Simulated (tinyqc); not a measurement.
# Off-state leakage of single and stacked transistors: two studies

n-channel devices of unit width. Subthreshold current I(Vg, Vs, Vd) = I0 (T/300 K)^0.5 exp[(Vg - Vs - VT(T) - gb (Vs - Vb) + dd (Vd - Vs))/(nf Vt)] (1 - exp(-(Vd - Vs)/Vt)), VT(T) = VT - cT (T - 300 K). Gate-edge tunnelling Ig (Vd/1 V) exp(ag (Vd - 1 V)), for a gate at 0 V, and band-to-band leakage Ab u exp(-Bb/u), u = Vd - Vb + 1 V, flow at a drain held at V; both are taken as independent of T. In a stack of off transistors (all gates at 0 V) the same subthreshold current passes through each.

Inputs (values chosen for the exercise); values of the order met in bulk silicon logic transistors:

| symbol | value | unit | meaning |
|---|---|---|---|
| T | 330 | K | temperature |
| V | 0.9 | V | supply voltage |
| VT | 0.37 | V | threshold at 300 K, zero drain and body bias |
| cT | 0.9 | mV/K | fall of the threshold with temperature |
| I0 | 0.26 | uA/um | current at threshold at 300 K |
| nf | 1.26 |  | slope factor |
| dd | 0.08 |  | drain-induced lowering per volt |
| gb | 0.14 |  | rise of the threshold per volt of source-body bias |
| Ig | 0.0006 | uA/um | gate-edge tunnelling current at 1 V |
| ag | 4.5 | 1/V | exponential slope of the gate current |
| Ab | 70 | uA/(um V) | prefactor of band-to-band leakage at the drain |
| Bb | 23 | V | its exponential voltage |
| Vb | -0.3 | V | body voltage |

Constants: q = 1.602176634e-19 C, kB = 1.380649e-23 J/K, Vt = kB T/q. Results are converted to the units shown.

Each table varies one quantity; the others keep the values above.

## Subthreshold current against the height of the stack

All n gates at 0 V, bottom source at 0 V, top drain at V; node voltages follow from equal currents.

Results:
```
n,I (nA/um),reduction factor,drain voltage of the bottom device (mV),source voltage of the top device (mV),voltage across the top device (V)
1,0.04384,1.000,900.0,0,0.9000
2,0.005866,7.474,59.07,59.07,0.8409
4,0.002096,20.91,12.12,89.30,0.8107
5,0.001585,27.65,8.737,97.50,0.8025
6,0.001275,34.39,6.833,103.9,0.7961
```

Estimate the missing row, n = 3.

Computed row:
```
n,I (nA/um),reduction factor,drain voltage of the bottom device (mV),source voltage of the top device (mV),voltage across the top device (V)
3,0.003091,14.18,19.89,77.89,0.8221
```

With this row back in the table: The second transistor cuts the current by a factor of 7.47, the third by a further 1.90 and the sixth by 1.24. The top device keeps 88.5 % of the supply at n = 6, while the drain voltage of the bottom one falls to 0.240 Vt.

## Leakage components against the body voltage

Same model as above.

One transistor with Vg = Vs = 0, Vd = V; stack factor I(one)/I(two in series).

The same in every row: gate edge (nA/um) = 0.3443; stack factor = 7.474.

Result of one run:
```
Vb (V),subthreshold (nA/um),band-to-band (nA/um),total (nA/um),largest part
-0.6,0.01358,17.68,18.04,band-to-band
```

What becomes of these results when the body voltage Vb is changed from -0.6 to -0.4 V, all else the same?

Result of the changed run:
```
Vb (V),subthreshold (nA/um),band-to-band (nA/um),total (nA/um),largest part
-0.4,0.02966,7.309,7.683,band-to-band
```

The whole series:
```
Vb (V),subthreshold (nA/um),band-to-band (nA/um),total (nA/um),largest part
0.2,0.3093,0.1584,0.8120,gate edge
0,0.1416,0.7355,1.221,band-to-band
-0.2,0.06480,2.575,2.984,band-to-band
-0.4,0.02966,7.309,7.683,band-to-band
-0.6,0.01358,17.68,18.04,band-to-band
-0.8,0.006215,37.75,38.10,band-to-band
-1,0.002845,72.96,73.31,band-to-band
-1.2,0.001302,130.1,130.4,band-to-band
-1.4,5.961e-4,217.1,217.5,band-to-band
```

As Vb goes from 0.2 to -1.4, the total leakage rises from 0.812 to 217 nA/um. The gate edge part leads at Vb = 0.2, the band-to-band part from 0 on. The reduction by a stack of two stays at 7.47, for the subthreshold part alone. For Vb = 0.2 the body is forward biased; the junction current, left out, is still small at this voltage.

Computed by the program tinyqc: `OMP_NUM_THREADS=1 python tinyqc.py 2242272 2242273 out.jsonl`, one thread of a shared Intel Xeon 2.30GHz, about 0.04 s for the whole run.
